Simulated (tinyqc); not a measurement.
Inside a calculation. Model: interdiffusion of a quantum well during annealing: blurred potential and shift of the confined levels. Computed by tinyqc, a small Python program that keeps every step. Command: `OMP_NUM_THREADS=1 python tinyqc.py 3000142 3000143 out.jsonl qwi walk`. One thread of a shared host (Intel(R) Xeon(R) Processor @ 2.30GHz), about 0.07 s of CPU time with the checks. Intermediate numbers are printed to about 5 digits and carried at full precision; extremes and crossings named in words are read from the listed rows.

A square well of width w is blurred by Fick diffusion with a constant coefficient; band offsets are linear in composition, masses are uniform, and strain and excitons are ignored.

Inputs (values chosen for the exercise, modelled on GaAs in AlGaAs):
```
quantity                value    unit
well width w              6.4      nm
electron mass m_e      0.0681     m_0
hole mass m_h           0.368     m_0
conduction offset V_c    0.17      eV
valence offset V_v       0.15      eV
prefactor D0              4.2  cm^2/s
activation energy E      3.77      eV
anneal temperature T      880       C
anneal time t             550       s
```

Constants: k_B = 8.617333262e-05 eV/K; hbar^2/(2 m_0) = 3.80998212 eV angstrom^2.

## Diffusion length

D = D0 exp(-E/(k_B T)); L = sqrt(D t); share of well material at the centre erf(w/(4L)); 1 nm = 1e-7 cm. Temperatures in kelvin are T(C) + 273.15.

diffusivity D = 1.4018e-16 cm^2/s

diffusion length L = 2.7766 nm

ratio L/w = 0.43385

share at the centre = 0.58488

## Levels before the anneal

Square well, ground state: take the lowest root of k tan(k w/2) = kappa, k^2 = E/c, kappa^2 = (V - E)/c, c = hbar^2/(2m) with hbar^2/(2 m_0) in eV angstrom^2.

electron level before the anneal = 52.583 meV

hole level before the anneal = 15.606 meV

Caution: the well mass is used in the barriers too; a heavier barrier mass would lower these levels.

## Levels after the anneal

With L = sqrt(D t) and the share at the centre erf(w/(4L)). After the anneal: V(z) = V {1 - (1/2)[erf((w/2 - z)/(2L)) + erf((w/2 + z)/(2L))]}, energies counted from the original well bottom. Finite differences on 3000 points over |z| < w/2 + 6L + 25 nm; shifts are taken against the same grid with cell-averaged square steps. Rise of the bottom = V (1 - share at the centre). Overlap = |<electron|hole>|^2.

shift of the electron level = 50.539 meV

shift of the hole level = 60.999 meV

blue shift of the transition = 111.538 meV

rise of the gap at the centre = 132.84 meV

overlap = 0.9009

The centre has taken up barrier material, which carries much of the shift.

## Shift against diffusion length

First-order estimate for small L: the shift is 2 L^2 V |d(psi^2)/dz| at an edge, with psi the normalised square-well state: psi^2 = cos^2(k z)/(w/2 + 1/kappa) inside, so |d(psi^2)/dz| = k sin(k w)/(w/2 + 1/kappa).

Shifts (meV):
```
L/w   L (nm)  share at the centre  electron    hole      sum  first-order sum
0.02   0.128                    1      0.28   0.264    0.544          0.57905
0.04   0.256                    1     1.078   0.998    2.076           2.3162
0.07   0.448              1.00000     3.124    2.89    6.014           7.0933
0.1     0.64              0.99959     6.048   5.744   11.792           14.476
0.15    0.96              0.98158    12.437   12.71   25.147           32.571
0.2     1.28              0.92290    19.919  21.826   41.746           57.905
0.3     1.92              0.76141     34.77  40.944   75.714           130.29
0.45    2.88              0.56794    52.103  62.944  115.047           293.14
0.7     4.48              0.38649    69.803  84.259  154.063           709.33
1        6.4              0.27633     81.61  97.731  179.341           1447.6
```

The sum grows as L^1.93 between the first rows (L^2, linear in time, in first order) and as L^0.43 between the last, as it bends towards the limit V_c + V_v less the original levels, 251.8 meV. The first-order form is off by +6 % in the first row and +23 % at L/w = 0.1; it needs L well below the decay length 1/kappa. At L/w = 0.2 the hole level has moved by the larger share of its offset (14.6 % for the hole, 11.7 % for the electron).

Checks made by the program: finite differences against the square-well equation (relative difference 2e-05).
